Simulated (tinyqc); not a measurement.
## Scale length and length offset from two DIBL values

Question. DIBL = exp(-Le/(2 l)) + 2 exp(-Le/l) with Le = L - dL. Find l, dL and the drawn length for a DIBL of 100 mV/V.

DIBL at drawn lengths 38 and 65 nm (mV/V): 97.830360  13.531416

Solution. With e = exp(-Le/(2 l)), 2 e^2 + e = DIBL gives e and so Le/l at each length; Le/l is a straight line in L with slope 1/l.

l = 7.300 nm
dL = 1.800 nm
length for 100 mV/V = 37.72 nm

tinyqc, about 0.01 s, one thread, Intel Xeon 2.30GHz (shared host): `OMP_NUM_THREADS=1 python tinyqc.py 2002169 2002170 out.jsonl`
